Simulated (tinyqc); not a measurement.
Capacitance shares from swing and barrier lowering.

Question. Below threshold the charge is negligible, so the band edge moves as -(aG Vg + aD Vd), aG = CG/CS, aD = CD/CS (CG, CD the capacitances of the barrier top to gate and drain, CS the total), and I goes as exp((aG Vg + aD Vd)/Vt) once Vd is well above Vt. Find aG, aD, CS and CD.

Inputs (values chosen for the exercise): temperature T = 250 K.

Constants: q = 1.602176634e-19 C, kB = 1.380649e-23 J/K, Vt = kB T/q. Results are converted to the units shown.

swing = 57.680649 mV/decade
DIBL = 34.883721 mV/V
CG = 6.4930711 uF/cm^2

Solution. The swing is Vt ln 10/aG and the DIBL, -dVg/dVd at fixed current, is aD/aG.

aG = 0.860
aD = 0.0300
CS = 7.55 uF/cm^2
CD = 0.227 uF/cm^2

Numbers from tinyqc (`OMP_NUM_THREADS=1 python tinyqc.py 2400001 2400002 out.jsonl`; about 0.01 s on one thread of a shared Intel Xeon 2.30GHz).
